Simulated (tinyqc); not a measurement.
Slater-Koster d bands of a bcc metal: sweeps and comparisons. A value that a table varies takes the place of the one given here.

Slater-Koster d bands. For a bond with direction cosines (l, m, n) the 5 x 5 block is dds Ps + ddp Pp + ddd (1 - Ps - Pp), the projectors on sigma, pi and delta states about the bond; for instance <xy|xy> = 3 l^2 m^2 dds + (l^2 + m^2 - 4 l^2 m^2) ddp + (n^2 + l^2 m^2) ddd, <xy|yz> = 3 l m^2 n dds + l n (1 - 4 m^2) ddp + l n (m^2 - 1) ddd and <3z2-r2|3z2-r2> = (n^2 - (l^2 + m^2)/2)^2 dds + 3 n^2 (l^2 + m^2) ddp + (3/4)(l^2 + m^2)^2 ddd. H(k) sums the blocks times cos(k.R) over the neighbours; the d level is the zero of energy; k in 2 pi/a.

Neighbours: eight at (a/2)(1,1,1) and equivalents, and six at a(1,0,0) and equivalents with the integrals times f2.

Mesh: k = f1 b1 + f2 b2 + f3 b3 with fractions (j + 1/2)/N, j = 0 to N - 1, and b = (-1,1,1), (1,-1,1), (1,1,-1) for fcc, (0,1,1), (1,0,1), (1,1,0) for bcc, unit vectors for simple cubic. The lowest Nd/10 of all levels are filled with two electrons each; the bond energy is their sum per atom.

Values chosen for the exercise (of the size met in W; not measured data): dds = -1.338 eV (dd sigma); ddp = 0.803 eV (dd pi); ddd = -0.187 eV (dd delta); f2 = 0.487 (factor on all three integrals for second neighbours); N = 10 (mesh).

## Band filling: full bands against the rectangular model

W = sqrt(12 mu2) with mu2 the mean square level on the mesh; rectangular model: Fermi level W (Nd/10 - 1/2), bond energy -W Nd (10 - Nd)/20. The Fermi level of the mesh is the highest filled level.

Per atom (eV):
```
Nd  EF, bands  bond energy, bands  EF, rectangle  bond energy, rectangle
1      -3.307              -3.765         -3.376                  -3.798
2      -2.806              -6.754         -2.532                  -6.752
3      -2.064              -9.213         -1.688                  -8.862
4      -0.976             -10.853         -0.844                 -10.128
5       0.766             -10.730          0.000                 -10.550
6       1.414              -9.597          0.844                 -10.128
7       1.761              -7.978          1.688                  -8.862
8       2.108              -6.076          2.532                  -6.752
9       2.982              -3.579          3.376                  -3.798
```

W = 8.440 eV
full width on the mesh = 9.877 eV

The bond energy is deepest at Nd = 4 (-10.853 eV); the rectangle has its minimum at 5. The two differ most at Nd = 7, by 0.884 eV or 8 % of the deepest value: the second moment fixes the parabola, and higher moments the rest. At Nd = 3 and 7 the bands give -9.213 and -7.978 eV, a skew towards less than half filling.

## Which lattice a d-band metal prefers

fcc has twelve neighbours, bcc eight and six (the six times f2), simple cubic six. The integrals of bcc and sc are scaled so that all three have the second moment of fcc, which stands for equal repulsion (structural energy difference theorem). s and p electrons are left out.

Bond energy per atom:
```
Nd  fcc (eV)  bcc - fcc (meV)  sc - fcc (meV)
1     -4.534              286            -102
2     -7.808              186              13
3    -10.245             -151             424
4    -11.710             -538             733
5    -12.050              -60             745
6    -11.283              453             305
7     -9.553              550            -268
8     -7.103              246            -692
9     -3.863             -175            -773
```

scale factors: bcc 1.1285, sc 1.4142

mu3/mu2^1.5: fcc -0.198, bcc -0.190, sc 0.000

mu4/mu2^2: fcc 1.819, bcc 1.689, sc 2.274

largest change of a difference when N is raised to 14 = 24 meV

fcc is lowest for Nd = 2 and 6. bcc is lowest for Nd = 3, 4 and 5. sc is lowest for Nd = 1, 7, 8 and 9. bcc gains most on fcc at Nd = 4 (-538 meV). A small fourth moment marks a two-peaked band, which tends to favour fillings near one half; bcc has -7 % against fcc, and at Nd = 5 it lies -60 meV from fcc (differences of a few tens of meV are within the error of the mesh; hcp is left out, and this d-only model can miss the lattice of the real metal). The third moments, from three-membered rings, skew the bands. That simple cubic wins anywhere comes from keeping d bands and equal second moments alone; no transition metal takes it. Differences below about 24 meV are within the error of this mesh, and the s and p electrons left out weigh most where the d band is nearly empty or full.

## What each integral does

Levels at Gamma, E(t2g) = (8/3) dds + (16/9) ddp + (32/9) ddd + f2 (4 ddp + 2 ddd), E(eg) = (16/3) ddp + (8/3) ddd + f2 (3 dds + 3 ddd), and W = sqrt(12 mu2), the width of a rectangular band with the same second moment mu2 = z (dds^2 + 2 ddp^2 + 2 ddd^2)/5, z = 8 + 6 f2^2. Each row changes one parameter from the base and keeps the others.

Results:
```
case              t2g (eV)  eg (eV)  W (eV)
base               -1.4232   1.5560  8.4400
dds = -1.1373 eV   -0.8880   1.8492  7.7459
ddp = 0.6825 eV    -1.8722   0.9133  7.9459
ddd = -0.215 eV    -1.5501   1.4404  8.4701
f2 = 0.56          -1.2161   1.2220  8.6429
```

The largest shifts from the base row, up to three for each result and ties (the steps differ in size, so this ranks the rows, not the parameters). t2g (eV): dds +0.5352, ddp -0.4490, f2 +0.2072. eg (eV): ddp -0.6427, f2 -0.3340, dds +0.2932. W (eV): dds -0.6941, ddp -0.4941, f2 +0.2029. The ratio of the shifts of t2g and eg names the integral: it is the ratio of the coefficients in the two formulas.

Run: tinyqc, `OMP_NUM_THREADS=1 python tinyqc.py 1482165 1482166 out.jsonl`; Intel(R) Xeon(R) Processor @ 2.30GHz, one thread, shared host; about 0.03 s of CPU time with all checks.
